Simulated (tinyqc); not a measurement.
# Long-channel MOSFET, surface-potential model: effects of single changes

n-channel transistor on a uniformly doped p-type body, gradual-channel approximation, constant mobility, Boltzmann statistics, full ionisation. Potentials are counted from the neutral body; V is the electron quasi-Fermi potential, Vsb at the source and Vsb + Vds at the drain. Charges are magnitudes per area.

Inputs (values chosen for the exercise); material values close to those of 4H silicon carbide:
- T = 300 K (temperature)
- Eg = 3.31 eV (band gap)
- eps_r = 9.63 (relative permittivity of the semiconductor)
- Nc = 1.69e19 cm^-3 (conduction-band density of states at T)
- Nv = 2.47e19 cm^-3 (valence-band density of states at T)
- Na = 7.7e16 cm^-3 (acceptor density of the body)
- eox = 23 (relative permittivity of the gate insulator)
- tox = 160 nm (insulator thickness)
- Vfb = -2.54 V (flat-band voltage)
- mu = 490 cm^2/(V s) (channel mobility)
- W = 1 um (gate width)
- L = 0.5 um (gate length)
- Vsb = 0 V (source-body reverse bias)
- Vgs = 2.6 V (gate-source voltage)
- Vds = 0.2 V (drain-source voltage)

Constants: q = 1.602176634e-19 C, kB = 1.380649e-23 J/K, Vt = kB T/q, eps0 = 8.8541878128e-14 F/cm where lengths are in cm. Results are converted to the units shown.

Each table varies one quantity; the others keep the values above.

## Effect of the insulator thickness

ni = sqrt(Nc Nv) exp(-Eg/(2 Vt)), Eg in volts; phiF = Vt ln(Na/ni); Cox = eps0 eox/tox; gamma = sqrt(2 q eps0 eps_r Na)/Cox. The surface potential psi at channel potential V solves Vgs + Vsb - Vfb - psi = gamma sqrt(G), G = psi - Vt + Vt exp((psi - 2 phiF - V)/Vt). Charge sheet: Qi = Cox gamma [sqrt(G) - sqrt(psi - Vt)]; I = mu (W/L) [integral of Qi dpsi from psi_0 to psi_L (drift) + Vt (Qi0 - QiL) (diffusion)], with psi_0 at V = Vsb and psi_L at V = Vsb + Vds. VT = Vfb + 2 phiF + gamma sqrt(2 phiF + Vsb), m = 1 + gamma/(2 sqrt(2 phiF + Vsb)). The swing is 20 mV/log10[I(VT - 0.14 V)/I(VT - 0.16 V)] of the charge-sheet current at the given Vds.

Results:

| tox (nm) | gamma (V^0.5) | VT (V) | m | swing (mV/decade) | I at Vgs, Vds (uA) |
|---|---|---|---|---|---|
| 53 | 0.3775 | 1.138 | 1.109 | 66.49 | 86.84 |
| 72 | 0.5128 | 1.373 | 1.148 | 68.88 | 51.73 |
| 97 | 0.6909 | 1.682 | 1.199 | 72.04 | 26.41 |
| 130 | 0.9259 | 2.091 | 1.266 | 76.21 | 8.182 |
| 180 | 1.282 | 2.710 | 1.369 | 82.55 | 0.001629 |
| 320 | 2.279 | 4.443 | 1.656 | 100.6 | 6.254e-20 |

Estimate the missing row, tox = 240 nm.

Computed row:

| tox (nm) | gamma (V^0.5) | VT (V) | m | swing (mV/decade) | I at Vgs, Vds (uA) |
|---|---|---|---|---|---|
| 240 | 1.709 | 3.453 | 1.492 | 90.22 | 1.559e-11 |

With this row back in the table: As tox goes from 53 to 320 nm, VT rises from 1.14 to 4.44 V, the swing rises from 66.5 to 101 mV a decade and the current falls from 86.8 to 6.25e-20 uA. The swing is 0.75 % above m Vt ln 10 in the first row and 2.1 % above it in the last. The gate voltage is below VT in 3 of the 7 rows. For tox = 53 to 97 nm the surface electron density at the source passes 0.3 Nc, where degeneracy and quantisation, left out here, matter.

## Effect of the source-body reverse bias

Same model as above.

The same in every row: gamma (V^0.5) = 1.140.

Effect of the source-body reverse bias:

| Vsb (V) | VT (V) | m | swing (mV/decade) | I at Vgs, Vds (uA) |
|---|---|---|---|---|
| 0 | 2.462 | 1.328 | 80.01 | 0.4751 |
| 0.25 | 2.543 | 1.315 | 79.15 | 0.1154 |
| 0.5 | 2.620 | 1.304 | 78.40 | 0.01652 |
| 0.75 | 2.695 | 1.293 | 77.72 | 0.001832 |
| 1 | 2.767 | 1.284 | 77.11 | 2.007e-4 |
| 1.25 | 2.837 | 1.276 | 76.56 | 2.282e-5 |
| 1.5 | 2.905 | 1.268 | 76.06 | 2.700e-6 |

Read the table: what changes, and by how much?

As Vsb goes from 0 to 1.5 V, VT rises from 2.46 to 2.90 V, the swing falls from 80.0 to 76.1 mV a decade and the current falls from 0.475 to 2.70e-6 uA. The swing is 1.2 % above m Vt ln 10 in the first row and 0.77 % above it in the last. The gate voltage is below VT in 5 of the 7 rows.

Program tinyqc, `OMP_NUM_THREADS=1 python tinyqc.py 2360022 2360023 out.jsonl`; Intel Xeon 2.30GHz, shared host, one thread, about 0.03 s.
